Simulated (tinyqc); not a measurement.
Strained quantum well: band edges, subbands and transparency: one step. Transparency density. Two cases, with inputs chosen for the exercise.

Problem. Solve for u = (Fc - e1)/kB T; give n_tr, the share of holes in the top subband and the current e Br n_tr^2 (e = 1.602177e-19 C).

Transparency (Bernard-Duraffourg): Fc - Fv equals the lowest transition energy with n = p, n = sum m/(2 pi c) kB T ln(1 + exp((Fc - E)/kB T)) and p likewise over the listed subbands; c = hbar^2/2m0, 1/angstrom^2 = 1e16/cm^2.

Constants: hbar^2/2m0 = 3.80998211 eV angstrom^2; kB = 8.617333262e-05 eV/K.

Give: u; n_tr; share; current density.

Case 1.

Values chosen (out of a larger set: near those of an InGaAs/InP well; not measured data): T = 300 K (temperature); Br = 2.4 x 1e-4 cm^2/s (two-dimensional radiative coefficient).

Subbands:

| level | E (eV) | m in the plane |
|---|---|---|
| e1 | 0.141332 | 0.037200 |
| e2 | 0.390283 | 0.037200 |
| hh1 | -0.568523 | 0.044903 |
| hh2 | -0.630292 | 0.044903 |
| lh1 | -0.695588 | 0.106496 |
| hh3 | -0.732473 | 0.044903 |
| hh4 | -0.869099 | 0.044903 |
| lh2 | -0.938155 | 0.106496 |

Solution.

u = 0.225
n_tr = 0.326 x 1e12/cm^2
share = 0.872
current density = 4.1 A/cm^2

For mirror-image bands u = 0 and n_tr = me kB T ln2/(2 pi c) = 0.278 x 1e12/cm^2; the heavier or more numerous hole states raise it by a factor 1.17.

Case 2.

Values chosen (out of a larger set: near those of an InGaAs/AlGaAs well; not measured data): T = 300 K (temperature); Br = 1.2 x 1e-4 cm^2/s (two-dimensional radiative coefficient).

Subbands:

| level | E (eV) | m in the plane |
|---|---|---|
| e1 | 0.533453 | 0.059200 |
| e2 | 0.624737 | 0.059200 |
| e3 | 0.756207 | 0.059200 |
| hh1 | -0.743325 | 0.082305 |
| hh2 | -0.764727 | 0.082305 |
| hh3 | -0.799763 | 0.082305 |
| lh1 | -0.842139 | 0.167504 |
| hh4 | -0.846869 | 0.082305 |
| lh2 | -0.894754 | 0.167504 |

Solution.

u = 0.570
n_tr = 0.684 x 1e12/cm^2
share = 0.583
current density = 9.0 A/cm^2

For mirror-image bands u = 0 and n_tr = me kB T ln2/(2 pi c) = 0.443 x 1e12/cm^2; the heavier or more numerous hole states raise it by a factor 1.54.

Computed by tinyqc, one run a case: `OMP_NUM_THREADS=1 python tinyqc.py N N+1 out.jsonl` with N = 1250745, 1251107; one thread of a shared Intel(R) Xeon(R) Processor @ 2.30GHz, about 0.03 s a run at most.
